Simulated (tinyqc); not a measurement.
Worked calculation: interface roughness in a thin film (subband fluctuation and scattering). Values are carried at full precision from step to step, so a last printed digit may differ when a step is redone from the rounded ones.

Square well of width t, barriers V0, c = hbar^2/2m0: E1 solves k t + 2 atan[(k/mz)/(kappa/mb)] = pi, k = sqrt(mz E/c), kappa = sqrt(mb (V0 - E)/c). One interface is rough, so the subband edge fluctuates by G dt with G = |dE1/dt| (central difference of 0.01 angstrom; 2 E1/t for hard walls).

Constants: hbar^2/2m0 = 3.80998211 eV angstrom^2; e^2/(4 pi eps0) = 14.39964547 eV angstrom; hbar = 6.58211957e-16 eV s.

Parameters, chosen for this exercise (near those of a thin InGaAs channel; not measured data): t = 52 angstrom (film thickness); mz = 0.044 m0 (confinement mass); V0 = 1.93 eV (barrier); mb = 0.23 m0 (barrier mass); D = 3.5 angstrom (rms height of the roughness); md = 0.045 m0 (mass in the plane); gv = 1 (valleys); Lc = 50 angstrom (correlation length); Ns = 0.41 x 1e12/cm^2 (sheet density); eps = 11.5 (mean dielectric constant at the channel); Lg = 300 angstrom (gate length); Wg = 150 angstrom (gate width).

## Sensitivity of the level to thickness

Give E1, G, the hard-wall values and the rms fluctuation G D.

E1 = 132.18 meV
G = |dE1/dt| = 3.4508 meV/angstrom

hard walls: E1 (meV) and G (meV/angstrom): [316.055, 12.156]

G D = 12.08 meV

Hard walls overstate G by a factor 3.52, and the scattering rate, which goes as G^2, by 12.41.

## The angular integrand

Gaussian roughness spectrum S(q) = pi D^2 Lc^2 exp(-q^2 Lc^2/4). Degenerate gas, taken to fill one subband (the second starts to fill once c kF^2/md exceeds E2 - E1, which is not tested here): kF = sqrt(2 pi Ns/gv), q = 2 kF sin(theta/2), 1/tau = (md/(2 pi c hbar)) G^2 times the integral from 0 to pi of S(q)(1 - cos theta)/eps(q)^2 dtheta, eps(q) = 1 + qs/q with screening (qs = gv md q0/(c eps), q0 = e^2/(4 pi eps0), form factors left out, which overstates the screening; other scattering is left out too, so these values lie far above measured mobilities in all but the thinnest films) or 1 without; mobility = tau c2/md with c2 = e/m0 = 1.75882e15 cm^2/(V s^2); 1e12/cm^2 = 1e-4/angstrom^2.

kF, qs, and exp(-q^2 Lc^2/4)(1 - cos theta) without and with the factor 1/eps^2 at theta = 30, 60, ..., 180 degrees.

kF = 0.01605 1/angstrom
qs = 0.0148 1/angstrom

Integrand:
```
theta  q (1/angstrom)   bare  eps(q)  screened
30             0.0083  0.128    2.78    0.0166
60             0.0161  0.426    1.92     0.115
90             0.0227  0.725    1.65     0.266
120            0.0278  0.925    1.53     0.394
150            0.0310   1.02    1.48     0.469
180            0.0321   1.05    1.46     0.492
```

kF Lc = 0.80: the roughness is short-ranged for these electrons, and back-scattering dominates.

## Scattering time and mobility

Integrate over theta.

Results:
```
case      integral  tau (fs)  mobility (cm^2/(V s))
bare         1.965     155.6                   6080
screened    0.7890     387.3              1.514e+04
```

Screening raises the mobility by a factor 2.5. With it kF l = 25.7, so by this rate the carriers are far from localisation. G D = 12.1 meV is more than half of EF - E1 = 21.8 meV, though, which makes the Born rate doubtful.

## Threshold variation

Averaged over an area A = Lg Wg much larger than Lc^2, the thickness varies by D sqrt(pi Lc^2/A), so sigma(Vt) = G D Lc sqrt(pi/A)/e; the Pelgrom coefficient is sigma sqrt(A) (1 micrometre = 1e4 angstrom).

rms of the mean thickness = 1.462 angstrom
sigma(Vt) = 5.046 mV
coefficient = 0.107 mV micrometre

The electrostatic effect of the thickness is left out. Lc is not small against the gate, so the averaging formula overstates the variation.

## Checks

- G from the envelope at the wall, psi(t/2)^2 (E1 + c mz (kappa/mb)^2), against the difference quotient, meV/angstrom: both 3.451.
- Bare integral for Lc -> 0 against pi: both 3.1416.

tinyqc: `OMP_NUM_THREADS=1 python tinyqc.py 1280852 1280853 out.jsonl`; about 0.02 s, one thread, shared Intel(R) Xeon(R) Processor @ 2.30GHz.
